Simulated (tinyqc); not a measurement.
From results back to parameters: Shockley-Read-Hall recombination through one deep level. Three cases, with inputs chosen for the exercise.

Problem. Deep-level transient spectroscopy: the emission rate is en = gam sigma T^2 exp(-dE/kB T), dE = Ec - Et. Two rates were computed from hidden dE and sigma.

Constants: kB = 8.617333262e-05 eV/K.

Find: ln(en/T^2) at T1 and T2; dE; sigma.

Method. ln(en/T^2) against 1/T is a line of slope -dE/kB and intercept ln(gam sigma); plotting ln en alone would overstate dE by about 2 kB T.

Case 1.

Values chosen (out of a larger set: gap and densities of states near those of SiC at this temperature; not measured data): gam = 2.8e+21 1/(cm^2 s K^2) (vth Nc/T^2, which does not depend on T); T1 = 282 K; T2 = 312 K.

en(T1) = 203.521 1/s
en(T2) = 2511.75 1/s

Solution.

ln(en/T^2) at T1 and T2: -5.9680  -3.6573

dE = 0.584 eV
sigma = 2.5e-14 cm^2

Case 2.

Values chosen (out of a larger set: gap and densities of states near those of GaN at this temperature; not measured data): gam = 4.6e+20 1/(cm^2 s K^2) (vth Nc/T^2, which does not depend on T); T1 = 198 K; T2 = 224 K.

en(T1) = 0.0660973 1/s
en(T2) = 1.37613 1/s

Solution.

ln(en/T^2) at T1 and T2: -13.2932  -10.5040

dE = 0.410 eV
sigma = 1.0e-16 cm^2

Case 3.

Values chosen (out of a larger set: gap and densities of states near those of Ge at this temperature; not measured data): gam = 1.7e+21 1/(cm^2 s K^2) (vth Nc/T^2, which does not depend on T); T1 = 159 K; T2 = 177 K.

en(T1) = 8.27868 1/s
en(T2) = 117.054 1/s

Solution.

ln(en/T^2) at T1 and T2: -8.0241  -5.5897

dE = 0.328 eV
sigma = 4.8e-15 cm^2

Computed by tinyqc, one run a case: `OMP_NUM_THREADS=1 python tinyqc.py N N+1 out.jsonl` with N = 1652224, 1652255, 1652262; one thread of a shared Intel(R) Xeon(R) Processor @ 2.30GHz, about 0.01 s a run at most.
